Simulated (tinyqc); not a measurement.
Changing the reverse bias V_r: Schottky barrier with interface states (Cowley-Sze model), image lowering and contact resistance. Computed by tinyqc, a small Python program. Command: `OMP_NUM_THREADS=1 python tinyqc.py 3025928 3025929 out.jsonl pinning sweep`. One thread of a shared host (Intel(R) Xeon(R) Processor @ 2.30GHz), about 0.02 s of CPU time with the checks.

An n-type semiconductor under a metal. The barrier lies between the Schottky-Mott limit phi_M - chi and the Bardeen limit E_g - E_n, E_n being the neutrality level of the interface states; the space-charge term of the full Cowley-Sze expression is left out.

Inputs (values chosen for the exercise, with gap, mass and screening modelled on CdS):
```
quantity                                       value   unit
gap E_g                                         2.54     eV
electron affinity chi                           4.36     eV
metal work function phi_M                       4.66     eV
neutrality level E_n above the valence band     1.34     eV
optical dielectric constant eps_opt             5.16      -
dielectric constant eps_s                       8.73      -
electron mass m_e                              0.199    m_0
valleys M_c                                        1      -
donor density N                              1.1e+16  cm^-3
temperature T                                    300      K
```

Pinning factor from: Moench relation.

Constants: k_B = 8.617333262e-05 eV/K; m_0 = 9.1093837015e-31 kg; k_B = 1.380649e-23 J/K; h = 6.62607015e-34 J s; eps_0 = 8.8541878128e-12 F/m; e = 1.602176634e-19 C.

Method:
- S = 1/(1 + 0.1 (eps_opt - 1)^2), an empirical relation for metal-induced gap states.
- phi_B = S (phi_M - chi) + (1 - S)(E_g - E_n); the hole barrier is E_g - phi_B.
- N_c = 2 M_c (2 pi m_e k_B T/h^2)^(3/2); xi = E_c - E_F solves N = N_c F_1/2(-xi/k_B T) (bisection; full ionisation).
- F_1/2(eta) = (2/sqrt(pi)) int_0^infinity sqrt(x)/(1 + exp(x - eta)) dx, by the trapezoid rule in t = sqrt(x) with step 0.02 up to t = 12 (for eta < -12 by exp(eta) - exp(2 eta)/2^(3/2)).
- V_bi = phi_B - xi; W = sqrt(2 eps_s eps_0 (V_bi + V_r - k_B T/e)/(e N)); field at the metal E_m = e N W/(eps_s eps_0); image lowering sqrt(e E_m/(4 pi eps_s eps_0)).
- A* = 4 pi e m_e M_c k_B^2/h^3 (a simple valley count); J_s = A* T^2 exp(-phi/k_B T).
- J_0 uses phi_B; the reverse current uses phi_B less the image lowering, times 1 - exp(-V_r/k_B T).

One run for each value; columns: (1) reverse bias V_r (V); (2) depletion width W (nm); (3) image lowering (eV); (4) thermionic reverse current (A/cm^2); (5) field E_m (V/cm):
```
(1)       (2)       (3)         (4)         (5)
0.20    282.1  0.032572  1.8108e-08  6.4322e+04
0.41    313.1  0.034313  1.9378e-08  7.1379e+04
0.84    368.4  0.037222  2.1686e-08  8.3999e+04
1.70    459.5  0.041571  2.5659e-08  1.0477e+05
3.50    607.5  0.047798  3.2647e-08  1.3851e+05
7.20    832.8  0.055965  4.4776e-08  1.8989e+05
15.00  1173.8  0.066441  6.7148e-08  2.6763e+05
30.00  1641.2  0.078564  1.0732e-07  3.7420e+05
```

Over the rows, depletion width W (nm) rises from 282 to 1640 (exponent d ln y / d ln x 0.15 between the first rows and 0.48 between the last); image lowering (eV) rises from 0.0326 to 0.0786 (exponent d ln y / d ln x 0.073 between the first rows and 0.24 between the last); thermionic reverse current (A/cm^2) rises from 1.81e-8 to 1.07e-7 (exponent d ln y / d ln x 0.094 between the first rows and 0.68 between the last). At the high end the exponent of depletion width W is 0.48, close to 0.50: W goes as sqrt(V_bi + V_r). At the high end the exponent of image lowering is 0.24, close to 0.25: the lowering goes as (V_bi + V_r)^(1/4).
